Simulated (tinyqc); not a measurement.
Three voltage laws: time-dependent dielectric breakdown: cell percolation, Weibull statistics, area scaling and voltage extrapolation. Computed by tinyqc, a small Python program. Command: `OMP_NUM_THREADS=1 python tinyqc.py 3025718 3025719 out.jsonl tddb walk`. One thread of a shared host (Intel(R) Xeon(R) Processor @ 2.30GHz), about 0.01 s of CPU time with the checks.

The oxide is divided into columns of area a^2, each holding m = t_ox/a cells (m is taken as continuous). A share lambda(t) = (t/t_1)^alpha of the cells is defective, and a column whose cells are all defective breaks down.

Inputs (values chosen for the exercise, for a model gate oxide): oxide thickness t_ox = 5.1 nm; defect cell size a = 1.5 nm; exponent alpha of defect growth = 0.79; time t_1 at which the occupied share would reach 1 = 5900 s; test area A = 0.5 um^2; product area A_u = 500000 um^2; stress voltage V = 5.58 V; use voltage V_u = 3.2 V; local exponent n = -d ln t/d ln V at the stress voltage = 41; activation energy E_a = 0.73 eV; stress temperature T = 175 C; use temperature T_u = 85 C; allowed failure fraction F = 1e-06.

Voltage law used: 1/E.

Constants: k_B = 8.617333262e-05 eV/K.

Method:
- Failure fraction F = 1 - (1 - lambda^m)^N with N = A/a^2 columns, which for small lambda^m is 1 - exp(-(t/t63)^beta) with beta = alpha m and t63 = t_1 N^(-1/beta); critical share lambda(t63) = N^(-1/m). 1 um^2 = 1e6 nm^2.
- All three voltage laws share the slope n at the stress voltage. Factor t(V_u)/t(V): E law exp(n (1 - V_u/V)); 1/E law exp(n (V/V_u - 1)); power law (V/V_u)^n.
- Temperatures in kelvin are T(C) + 273.15.
- Temperature factor exp[(E_a/k_B)(1/T_u - 1/T)]; area factor (A/A_u)^(1/beta); percentile factor (-ln(1 - F))^(1/beta); life = t63 x all four; 1 year = 3.15576e7 s.
- Life = t63 x voltage, temperature, area and percentile factors, the last three as above.

projected life = 131747 years

voltage factor = 1.75092e+13

Log10 of the life in years:
```
V_u/V  V_u (V)    E law  1/E law  power law
1.00     5.580  -8.1235   -8.124    -8.1235
0.95     5.301  -7.2332   -7.186    -7.2102
0.90     5.022  -6.3429   -6.145    -6.2475
0.80     4.464  -4.5623   -3.672    -4.1502
0.70     3.906  -2.7817   -0.492    -1.7725
0.60     3.348  -1.0011    3.747     0.9723
0.50     2.790   0.7795    9.683     4.2187
0.40     2.232   2.5601   18.586     8.1920
```

At V_u/V = 0.9 the laws differ by 0.20 decades at most, and at 0.5 by 8.9. The E law is the most cautious and the 1/E law the most hopeful. Ten years are reached at V_u/V = 0.488 (E), 0.661 (1/E), 0.599 (power). Caution: t_1 is an input here; in a real oxide it changes with thickness at fixed voltage. Caution: a voltage factor of more than nine decades rests wholly on the chosen law and cannot be tested. Caution: the rows at low voltage extrapolate over many decades and cannot be tested.
